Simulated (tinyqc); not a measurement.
# Inputs raised by 10 %, one at a time

Model: inversion-layer mobility, back-scattering and ballistic limit of a field-effect transistor. Computed by tinyqc, a small Python program. Command: `OMP_NUM_THREADS=1 python tinyqc.py 3007909 3007910 out.jsonl mos sens`. One thread of a shared host (Intel(R) Xeon(R) Processor @ 2.30GHz), about 0.02 s of CPU time with the checks.

The charge at the top of the source barrier is fixed by the gate; series resistance and short-channel effects are left out. F_j are Fermi integrals normalised to exp(eta) in the classical limit.

Inputs (values chosen for the exercise, modelled on a silicon n-channel):
```
quantity                                       value        unit
transport mass m                                0.18         m_0
valley degeneracy g_v                              2           -
weight w of the inversion charge                 0.5           -
permittivity eps                                11.7           -
phonon mobility at 1 MV/cm and 300 K, mu_ph      330  cm^2/(V s)
roughness mobility at 1 MV/cm, mu_sr            1600  cm^2/(V s)
Coulomb mobility at N_inv = 1e12/cm^2, mu_C      950  cm^2/(V s)
electrical oxide thickness t_inv                 1.9          nm
depletion charge N_dep                       3.7e+11      1/cm^2
gate overdrive V_G - V_T                        0.78           V
drain voltage V_D                                  1           V
channel length L                                  15          nm
exponent a of the critical length               0.71           -
temperature T                                    200           K
```

Statistics at the top of the barrier: Fermi-Dirac.

Constants: eps_0 = 8.8541878128e-12 F/m; e = 1.602176634e-19 C; m_0 = 9.1093837015e-31 kg; k_B = 1.380649e-23 J/K; hbar = 1.054571817e-34 J s; k_B = 8.617333262e-05 eV/K.

Method:
- N_inv = 3.9 eps_0 (V_G - V_T)/(e t_inv); effective field E_eff = e (N_dep + w N_inv)/(eps eps_0).
- mu_phonon = mu_ph (E_eff/1 MV/cm)^(-0.3) (T/300 K)^(-1.75); mu_rough = mu_sr (E_eff/1 MV/cm)^(-2); mu_Coulomb = mu_C (N_inv/1e12 cm^-2) (T/300 K); Matthiessen's rule adds 1/mu.
- F_j(eta) = (1/Gamma(j + 1)) int_0^infinity x^j/(1 + exp(x - eta)) dx, F_0 = ln(1 + exp(eta)). Integrals over x = E/(k_B T) use 160 Gauss-Legendre points in u = sqrt(x) from 0 to sqrt(max(eta, 0) + 32).
- Ballistic channel: N_2D = g_v m k_B T/(pi hbar^2), U = e V_D/(k_B T); eta_F solves N_inv = (N_2D/2)[F_0(eta_F) + F_0(eta_F - U)]; v_T = sqrt(2 k_B T/(pi m)); I/W = e (N_2D/2) v_T [F_1/2(eta_F) - F_1/2(eta_F - U)]; injection velocity v_T F_1/2(eta_F)/F_0(eta_F).
- Mean free path lambda = (2 k_B T/e)(mu/v_T) F_0(eta_0)/F_-1/2(eta_0), with eta_0 from N_inv = N_2D F_0(eta_0); critical length l = L (1 + U)^(-a), an empirical rule; back-scattering r = l/(l + lambda). Then eta solves N_inv = (N_2D/2)[(1 + r) F_0(eta) + (1 - r) F_0(eta - U)] and I/W = e (N_2D/2) v_T (1 - r)[F_1/2(eta) - F_1/2(eta - U)].
- Ballistic ratio: I over the ballistic current. Apparent mobility 1/(1/mu + 1/mu_B), mu_B = mu L/lambda.

Runs; columns: (1) input moved; (2) from; (3) to; (4) current I/W (microampere/micrometre); (5) ballistic ratio; (6) mean free path lambda (nm); (7) injection velocity (1e7 cm/s):
```
(1)                                                        (2)    (3)     (4)      (5)     (6)     (7)
base run                                                     -      -  2776.5  0.93717  30.363  2.0899
transport mass m (m_0)                                    0.18  0.198  2540.2  0.93803  30.681  1.9103
phonon mobility at 1 MV/cm and 300 K, mu_ph (cm^2/(V s))   330    363  2788.0  0.94107  32.499  2.0899
roughness mobility at 1 MV/cm, mu_sr (cm^2/(V s))         1600   1760  2779.4  0.93815  30.875  2.0899
Coulomb mobility at N_inv = 1e12/cm^2, mu_C (cm^2/(V s))   950   1045  2778.0  0.93768  30.626  2.0899
electrical oxide thickness t_inv (nm)                      1.9   2.09  2420.8  0.93755  30.427  2.0035
gate overdrive V_G - V_T (V)                              0.78  0.858  3186.6  0.93658  30.175  2.1819
channel length L (nm)                                       15   16.5  2759.1  0.93130  30.363  2.0899
```

Exponents ln(y'/y) / ln(x'/x):
```
input                                        current I/W  ballistic ratio  mean free path lambda  injection velocity
transport mass m                                  -0.933            0.010                  0.109              -0.943
phonon mobility at 1 MV/cm and 300 K, mu_ph        0.044            0.044                  0.713               0.000
roughness mobility at 1 MV/cm, mu_sr               0.011            0.011                  0.175               0.000
Coulomb mobility at N_inv = 1e12/cm^2, mu_C        0.006            0.006                  0.091               0.000
electrical oxide thickness t_inv                  -1.438            0.004                  0.022              -0.443
gate overdrive V_G - V_T                           1.446           -0.007                 -0.065               0.452
channel length L                                  -0.066           -0.066                  0.000               0.000
```

To which inputs is each result most sensitive?

Among the inputs moved here: current I/W answers most in size to gate overdrive V_G - V_T (exponent +1.446), and about equally to electrical oxide thickness t_inv (-1.438). Ballistic ratio answers most in size to channel length L (exponent -0.066), next to phonon mobility at 1 MV/cm and 300 K, mu_ph (+0.044). Mean free path lambda answers most in size to phonon mobility at 1 MV/cm and 300 K, mu_ph (exponent +0.713), next to roughness mobility at 1 MV/cm, mu_sr (+0.175); its exponent is below 0.0005 for channel length L. injection velocity answers most in size to transport mass m (exponent -0.943), next to gate overdrive V_G - V_T (+0.452); its exponent is below 0.0005 for phonon mobility at 1 MV/cm and 300 K, mu_ph, roughness mobility at 1 MV/cm, mu_sr, Coulomb mobility at N_inv = 1e12/cm^2, mu_C, channel length L.

Caution (all rows): in a degenerate gas the layer that can return carriers is set by E_F rather than k_B T, so l is underestimated.
